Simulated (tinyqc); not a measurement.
Bandgap voltage reference from two bipolar transistors: two steps of the calculation.

Two transistors of area 1 and N carry the same current I. Is(T) = Is (T/T0)^eta exp[(Vg0 q/kB)(1/T0 - 1/T)], VBE1 = Vt ln(I/Is(T)) + I rb, VBE2 = Vt ln(I/(N Is(T))) + I rb/N. The amplifier forces I R1(T) = VBE1 - VBE2 + Vos, with R(T) = R (1 + tc (T - T0)) for both resistors, and the output is Vref = VBE1 + I R2(T). Base currents and the Early effect are neglected.

Values chosen for this exercise; values of the order met in silicon bipolar transistors:
```
symbol,value,unit,meaning
T0,300,K,reference temperature
Vg0,1.193,V,band-gap voltage extrapolated to 0 K
eta,3.9,,temperature exponent of the saturation current
Is,2.2e-18,A,saturation current of the unit transistor at T0
N,10,,area ratio of the second transistor
R1,6.7,kohm,"resistor across which the difference of VBE falls, at T0"
tc,1700,ppm/K,temperature coefficient of both resistors
Vos,0,mV,offset of the amplifier
rb,36,ohm,series resistance of the unit transistor
R2,58.68,kohm,output resistor at T0
T,398,K,temperature
```

Constants: q = 1.602176634e-19 C, kB = 1.380649e-23 J/K. Results are converted to the units shown.

Task 1. Operating point at the reference temperature. Vt = kB T/q; I = (Vt ln N + Vos)/(R1(T) - rb (1 - 1/N)). Evaluate at T = T0.

Find: Vt; I; Is(T); VBE1; I R2; Vref.

Result 1.

Vt = 0.025852 V
I = 8.9277 uA
Is(T) = 2.2000e-18 A
VBE1 = 0.75085 V
I R2 = 0.52388 V
Vref = 1.2747 V

Task 2. Operating point at another temperature. 

Find: Vt; I; Is(T); VBE1; I R2; Vref.

Result 2.

Vt = 0.03430 V
I = 10.15 uA
Is(T) = 5.702e-13 A
VBE1 = 0.5729 V
I R2 = 0.6945 V
Vref = 1.267 V

From T0 to T, VBE1 changes by -178 mV and I R2 by 171 mV, which leaves -7.27 mV in Vref.

Program tinyqc, `OMP_NUM_THREADS=1 python tinyqc.py 2062143 2062144 out.jsonl`; Intel Xeon 2.30GHz, shared host, one thread, about 0.02 s.
